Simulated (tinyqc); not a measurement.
## Bandgap voltage reference from two bipolar transistors: effect of the offset of the amplifier

Two transistors of area 1 and N carry the same current I. Is(T) = Is (T/T0)^eta exp[(Vg0 q/kB)(1/T0 - 1/T)], VBE1 = Vt ln(I/Is(T)) + I rb, VBE2 = Vt ln(I/(N Is(T))) + I rb/N. The amplifier forces I R1(T) = VBE1 - VBE2 + Vos, with R(T) = R (1 + tc (T - T0)) for both resistors, and the output is Vref = VBE1 + I R2(T). Base currents and the Early effect are neglected.

Vt = kB T/q; I = (Vt ln N + Vos)/(R1(T) - rb (1 - 1/N)). Box coefficient: span of Vref between 233 and 398 K over its average over T and over 165 K. The last column is the R2 that gives zero slope at T0.

Parameters, values chosen for the exercise; values of the order met in silicon bipolar transistors:
```
symbol    value   unit                                                   meaning
T0          300      K                                     reference temperature
Vg0       1.156      V                      band-gap voltage extrapolated to 0 K
eta         3.3                   temperature exponent of the saturation current
Is      2.3e-17      A           saturation current of the unit transistor at T0
N             4                              area ratio of the second transistor
R1           10   kohm  resistor across which the difference of VBE falls, at T0
tc            0  ppm/K                 temperature coefficient of both resistors
rb           30    ohm                  series resistance of the unit transistor
R2        157.4   kohm                                     output resistor at T0
```

Constants: q = 1.602176634e-19 C, kB = 1.380649e-23 J/K. Results are converted to the units shown.

Result of one run:
```
I at T0 (uA)	Vref at T0 (V)	slope at T0 (uV/K)	box coefficient (ppm/K)	R2 for zero slope (kohm)
3.091	1.149	55.47	41.57	152.8
```

Which offset of the amplifier Vos gave this result: -5, -1, 0 or 5 mV?

Vos = -5 mV.

The whole series:
```
Vos (mV)	I at T0 (uA)	Vref at T0 (V)	slope at T0 (uV/K)	box coefficient (ppm/K)	R2 for zero slope (kohm)
-5	3.091	1.149	55.47	41.57	152.8
-3	3.291	1.182	54.78	39.85	152.8
-1	3.492	1.215	54.48	38.52	152.8
0	3.592	1.232	54.44	37.98	152.9
1	3.692	1.248	54.48	37.50	152.9
3	3.893	1.281	54.71	36.71	152.8
5	4.093	1.314	55.15	36.11	152.8
```

As Vos goes from -5 to 5, Vref rises from 1.149 to 1.314 V and the box coefficient falls from 41.6 to 36.1 ppm/K. Each mV of offset moves Vref by 16.5 mV, about R2/R1 = 15.7 plus the change of VBE1 with the current.

Numbers from tinyqc (`OMP_NUM_THREADS=1 python tinyqc.py 2062079 2062080 out.jsonl`; about 0.02 s on one thread of a shared Intel Xeon 2.30GHz).
